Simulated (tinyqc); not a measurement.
Kinetic Monte Carlo and master equation for a particle on a ring of sites with traps and bias: one step, computed by the program tinyqc. Command: `OMP_NUM_THREADS=1 python tinyqc.py 3026115 3026116 out.jsonl kmc walk`. One thread of a shared host (Intel(R) Xeon(R) Processor @ 2.30GHz), about 0.07 s of CPU time with the checks.

6 sites on a ring, numbered 1 to 6. The saddle between i and i+1 lies at E0 + s b_i and site i at s eps_i; a force F tilts the landscape, with the saddle half-way.

Problem. Rate table. Rates: k(i to i+1) = nu exp(-(E0 + s b_i - s eps_i - F a/2)/(k_B T)), k(i to i-1) = nu exp(-(E0 + s b_(i-1) - s eps_i + F a/2)/(k_B T)). Share right = k right/(k right + k left); mean stay = 1/(k right + k left).

Inputs (values chosen for the exercise, for a model defect):

| quantity | value | unit |
|---|---|---|
| reference barrier E0 | 0.72 | eV |
| scale factor s of the disorder | 1 | - |
| attempt frequency nu | 14 | THz |
| temperature T | 750 | K |
| site spacing a | 2.6 | angstrom |
| force F along the ring | 0.043 | eV/angstrom |

Disorder: random barriers.

site energies eps_i (eV): 0  0  0  0  0  0

saddle shifts b_i between sites i and i+1 (eV): -0.008  0.024  0.043  -0.033  -0.077  0.047

Constants: k_B = 8.617333262e-05 eV/K.

Give: Rates, shares of right hops and mean stays.

Solution.

Rates, shares of right hops and mean stays:

| site | k right (1/s) | k left (1/s) | share right | mean stay (s) |
|---|---|---|---|---|
| 1 | 5.462e+08 | 4.135e+07 | 0.9296 | 1.702e-09 |
| 2 | 3.329e+08 | 9.684e+07 | 0.7746 | 2.327e-09 |
| 3 | 2.481e+08 | 5.903e+07 | 0.8078 | 3.256e-09 |
| 4 | 8.041e+08 | 4.399e+07 | 0.9481 | 1.179e-09 |
| 5 | 1.589e+09 | 1.426e+08 | 0.9176 | 5.777e-10 |
| 6 | 2.332e+08 | 2.817e+08 | 0.4529 | 1.942e-09 |

The particle stays longest on site 3, 5.6 times as long as on the quickest site.
